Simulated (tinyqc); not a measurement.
Undoped symmetric double-gate MOSFET, analytic potential model: two steps of the calculation.

An undoped body of thickness ts between two equal insulators and tied gates; long channel, electrons only, n = ni exp((psi - V)/Vt) with V the quasi-Fermi potential (0 at the source, Vd at the drain), constant mobility, no quantisation. Across the body psi(x) = V - 2 Vt ln[(ts/(2 beta)) sqrt(q ni/(2 eps0 eps_r Vt)) cos(2 beta x/ts)], x from the centre. Q is the electron charge per area of the whole body.

Parameters, values chosen for the exercise; material values those of a made-up semiconductor:
- T = 400 K (temperature)
- eps_r = 9.99 (relative permittivity of the semiconductor)
- ts = 6 nm (body thickness)
- mu = 800 cm^2/(V s) (channel mobility)
- L = 0.5 um (gate length)
- Vd = 0.05 V (drain voltage)

Constants: q = 1.602176634e-19 C, kB = 1.380649e-23 J/K, Vt = kB T/q, eps0 = 8.8541878128e-14 F/cm where lengths are in cm. Results are converted to the units shown.

Question 1. Charges and drain current. beta (between 0 and pi/2) solves (Vg - V0 - V)/(2 Vt) = ln(beta) - ln(cos beta) + 2 r beta tan(beta). Q = 8 eps0 eps_r Vt beta tan(beta)/ts; I = mu (1/L)(4 eps0 eps_r/ts)(2 Vt)^2 [g(beta_s) - g(beta_d)] per width, g = beta tan(beta) - beta^2/2 + r beta^2 tan^2(beta), with beta_s at V = 0 and beta_d at V = Vd.

beta_s = 0.17063346
beta_d = 0.087594547
r = 1.0985123

Find: Qs; Qd; g(beta_s); g(beta_d); I.

Answer 1.

Qs = 11.952 nC/cm^2
Qd = 3.1272 nC/cm^2
g(beta_s) = 0.015793
g(beta_d) = 0.0039211
I = 0.53236 uA/um

The term r beta^2 tan^2(beta), which gives the square law, makes up 6.01 % of g at the source.

Question 2. Potential and electron density across the body at the source. psi(x) as above with V = 0 and beta = beta_s; n = ni exp(psi/Vt).

x/ts, point 0 to 6: 0  0.1  0.2  0.3  0.4  0.45  0.5
beta_s = 0.17063346
ni = 4.0500013e10 cm^-3

Wanted: psi; n.

Answer 2.

```
point  psi (V)  n (cm^-3)
0       0.5145   1.231e17
1       0.5146   1.233e17
2       0.5147   1.237e17
3       0.5149   1.244e17
4       0.5152   1.254e17
5       0.5154   1.261e17
6       0.5155   1.268e17
```

The density at the surface is 1.03 times that at the centre (1/cos^2 beta).

Program tinyqc, `OMP_NUM_THREADS=1 python tinyqc.py 2440097 2440098 out.jsonl`; Intel Xeon 2.30GHz, shared host, one thread, about 0.01 s.
